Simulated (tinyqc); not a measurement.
Off-state leakage of single and stacked transistors: leakage components against the temperature.

n-channel devices of unit width. Subthreshold current I(Vg, Vs, Vd) = I0 (T/300 K)^0.5 exp[(Vg - Vs - VT(T) - gb (Vs - Vb) + dd (Vd - Vs))/(nf Vt)] (1 - exp(-(Vd - Vs)/Vt)), VT(T) = VT - cT (T - 300 K). Gate-edge tunnelling Ig (Vd/1 V) exp(ag (Vd - 1 V)), for a gate at 0 V, and band-to-band leakage Ab u exp(-Bb/u), u = Vd - Vb + 1 V, flow at a drain held at V; both are taken as independent of T. In a stack of off transistors (all gates at 0 V) the same subthreshold current passes through each.

One transistor with Vg = Vs = 0, Vd = V; stack factor I(one)/I(two in series).

Inputs (values chosen for the exercise); values of the order met in bulk silicon logic transistors:
- V = 0.7 V (supply voltage)
- VT = 0.48 V (threshold at 300 K, zero drain and body bias)
- cT = 0.8 mV/K (fall of the threshold with temperature)
- I0 = 0.23 uA/um (current at threshold at 300 K)
- nf = 1.28 (slope factor)
- dd = 0.16 (drain-induced lowering per volt)
- gb = 0.17 (rise of the threshold per volt of source-body bias)
- Ig = 0.0001 uA/um (gate-edge tunnelling current at 1 V)
- ag = 4.4 1/V (exponential slope of the gate current)
- Ab = 20 uA/(um V) (prefactor of band-to-band leakage at the drain)
- Bb = 23 V (its exponential voltage)
- Vb = -0.3 V (body voltage)

Constants: q = 1.602176634e-19 C, kB = 1.380649e-23 J/K, Vt = kB T/q. Results are converted to the units shown.

The same in every row: gate edge (nA/um) = 0.018699; band-to-band (nA/um) = 0.40520.

Result of one run:

| subthreshold (nA/um) | total (nA/um) | stack factor | largest part |
|---|---|---|---|
| 7.2878e-4 | 0.42463 | 21.521 | band-to-band |

Which temperature T gave this result: 250, 275, 300, 325 or 350 K?

T = 300 K.

The whole series:

| T (K) | subthreshold (nA/um) | total (nA/um) | stack factor | largest part |
|---|---|---|---|---|
| 250 | 1.2394e-5 | 0.42392 | 38.567 | band-to-band |
| 275 | 1.1414e-4 | 0.42402 | 28.014 | band-to-band |
| 300 | 7.2878e-4 | 0.42463 | 21.521 | band-to-band |
| 325 | 0.0035098 | 0.42741 | 17.259 | band-to-band |
| 350 | 0.013541 | 0.43744 | 14.315 | band-to-band |
| 375 | 0.043737 | 0.46764 | 12.197 | band-to-band |
| 400 | 0.12227 | 0.54617 | 10.621 | band-to-band |
| 425 | 0.30342 | 0.72733 | 9.4143 | band-to-band |

As T goes from 250 to 425, the total leakage rises from 0.424 to 0.727 nA/um. The band-to-band part leads at T = 250 and in all other rows. The subthreshold part doubles every 19.1 K between the last two rows. The reduction by a stack of two falls from 38.6 to 9.41, for the subthreshold part alone.

Numbers from tinyqc (`OMP_NUM_THREADS=1 python tinyqc.py 2242226 2242227 out.jsonl`; about 0.03 s on one thread of a shared Intel Xeon 2.30GHz).
